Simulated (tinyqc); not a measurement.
On-chip interconnect, size-dependent resistivity and RC delay: two steps of the calculation.

A rectangular line between two neighbours and two ground planes. Surface and grain-boundary scattering are added to the bulk resistivity as corrections; capacitances are parallel-plate values without fringing; inductance is ignored.

Values chosen for this exercise; metal values close to those of copper:

| symbol | value | unit | meaning |
|---|---|---|---|
| rho0 | 1.73 | uohm cm | bulk resistivity |
| lam | 40.2 | nm | bulk mean free path |
| ps | 0 |  | specular share of surface scattering |
| Rg | 0.49 |  | reflection coefficient of grain boundaries |
| gr | 2 |  | grain size over the metal width |
| wd | 24 | nm | drawn line width |
| AR | 2.3 |  | aspect ratio, height over width |
| tl | 2.5 | nm | liner on both walls and the bottom, not conducting |
| sp | 48 | nm | space to the neighbouring lines |
| hd | 32 | nm | dielectric height to the planes above and below |
| ek | 3 |  | relative permittivity of the dielectric |
| Mf | 2 |  | Miller factor of the neighbours |
| Rd | 410 | ohm | driver resistance |
| dt | 34 | ps | time step |

Constants: eps0 = 8.8541878128e-12 F/m. Results are converted to the units shown.

Question 1. Resistivity, resistance and capacitance per length. Metal width x = wd - 2 tl, height y = AR wd - tl; grain boundaries (Mayadas-Shatzkes): al = (lam/(gr x)) Rg/(1 - Rg), g = 1/[1 - 3 al/2 + 3 al^2 - 3 al^3 ln(1 + 1/al)] - 1; surfaces (Fuchs-Sondheimer, thick limit): s = (3/8) lam (1 - ps)(1/x + 1/y); rho = rho0 (1 + g + s); r = rho/(x y); c = eps0 ek (2 wd/hd + 2 Mf AR wd/sp).

Wanted: x; y; al; g; s; rho; r; c.

Answer 1.

x = 19.00 nm
y = 52.70 nm
al = 1.016
g = 1.400
s = 1.079
rho = 6.019 uohm cm
r = 60.11 ohm/um
c = 0.1620 fF/um

Question 2. Node voltages after a time step. A 1 V step is applied behind Rd at t = 0. C dv/dt = -G v + b, with G the conductance matrix of the ladder (1/Rs between neighbours, 1/Rd added at node 0) and b = (1 V/Rd, 0, ...). Trapezoidal step: (C/dt + G/2) v(new) = (C/dt - G/2) v + b.

Rs = 2254.3123 ohm

```
node	C (fF)	v at t = 0 (V)
0	3.0380932	0
1	6.0761864	0
2	6.0761864	0
3	6.0761864	0
4	3.4380932	0
```

Wanted: v at t = 1 dt.

Answer 2.

v at t = 1 dt, node 0 to 4 (V): 1.697  0.714  0.306  0.144  0.099

Node 0 overshoots the 1 V source: the trapezoidal rule rings on modes much faster than dt.

Range of the model: The metal width is under the mean free path, where the thick-limit surface term and the simple sum of corrections lose accuracy.

tinyqc, about 0.01 s, one thread, Intel Xeon 2.30GHz (shared host): `OMP_NUM_THREADS=1 python tinyqc.py 2100059 2100060 out.jsonl`
